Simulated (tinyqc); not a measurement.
Raising U: Hubbard chain of 5 sites, mean field against exact. Computed by the program tinyqc. Collinear unrestricted mean field (the lowest of 40 random starts) against exact diagonalisation.

one-body matrix (hopping and site energies) (eV):
```
,1,2,3,4,5
1,-0.3900,-1.1300,0.0000,0.0000,0.0000
2,-1.1300,-0.2000,-1.1300,0.0000,0.0000
3,0.0000,-1.1300,0.0900,-1.1300,0.0000
4,0.0000,0.0000,-1.1300,0.3300,-1.1300
5,0.0000,0.0000,0.0000,-1.1300,-0.4900
```

electrons, up and down: 3  2

Exact and mean-field results (eV):
```
U,U/t,E exact,E mean field,mean |n_up - n_down|,"double occupancy, exact",first gap in the sector
0.5600,0.4956,-6.310944,-6.287550,0.2234,0.2194,1.0786
1.1300,1.0000,-5.717547,-5.622702,0.2685,0.1970,1.0269
2.2600,2.0000,-4.729515,-4.392652,0.4435,0.1532,0.8941
3.3900,3.0000,-3.975067,-3.445279,0.6736,0.1151,0.7619
4.5200,4.0000,-3.411825,-2.828088,0.8056,0.0857,0.6484
6.7800,6.0000,-2.670904,-2.140803,0.9116,0.0495,0.4847
9.0400,8.0000,-2.226268,-1.779336,0.9501,0.0311,0.3809
13.5600,12.0000,-1.735336,-1.410231,0.9778,0.0151,0.2633
22.6000,20.0000,-1.315587,-1.111337,0.9920,0.0057,0.1611
```

What does the comparison show, and why?

In absolute terms mean field is worst at U/t = 4.0, 0.584 eV too high: at small U it is nearly exact, and at large U it misses only exchange-scale energies. Relative to the exact energy its error is 0.4 % at the smallest U, 20 % at most and 16 % at the largest. The double occupancy falls from 0.219 to 0.006.
